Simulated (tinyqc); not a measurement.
Deep level with several charge states, and Shockley-Read-Hall recombination: one step. Emission and generation in a depleted region.

One level at Et with degeneracy 1: tn = 1/(sn vth Nt), tp = 1/(sp_ vth Nt), n1 = Nc exp((Et - Eg)/kT), p1 = Nv exp(-Et/kT), ni^2 = n1 p1. Equilibrium n0 = Nm, p0 = ni^2/Nm; n = n0 + dn, p = p0 + dn. U = (n p - ni^2)/(tp (n + n1) + tn (p + p1)), lifetime dn/U; emission rates en = sn vth n1, ep = sp_ vth p1.

Constants: kB = 8.617333262e-05 eV/K.

Values chosen for the exercise (gap and densities of states near those of Si at this temperature; shifted at random, so the results belong to these values and not to a real crystal):
- Eg = 1.124 eV (gap)
- Nc = 2.73e+19 1/cm^3 (conduction-band density of states)
- Nv = 1.13e+19 1/cm^3 (valence-band density of states)
- T = 300 K
- Et = 0.261 eV (recombination level above Ev)
- Nt = 7.2e+14 1/cm^3 (defects)
- sn = 1.1e-15 cm^2 (electron capture cross-section)
- sp_ = 1.4e-16 cm^2 (hole capture cross-section)
- vth = 16000000 cm/s (thermal velocity, both carriers)

Problem. With n = p = 0 the level generates pairs at G = Nt en ep/(en + ep); generation lifetime tg = ni/G; current density e G W for a width W = 1 micrometre, e = 1.602176634e-19 C.

Give: en, ep; G; tg; current density.

Solution.

en, ep (1/s): [0.00153, 1.04e+06]

G = 1.10e+12 1/(cm^3 s)
tg = 5.78e+03 microsecond
current density = 1.76e-11 A/cm^2

The slower step, electron emission, limits the rate: en/ep = 1.46e-09.

Computed by tinyqc, a small Python program: `OMP_NUM_THREADS=1 python tinyqc.py 1682616 1682617 out.jsonl` (the numbers bound the seed that draws the inputs); one thread of a shared host (Intel(R) Xeon(R) Processor @ 2.30GHz), about 0.01 s for the whole set of steps.
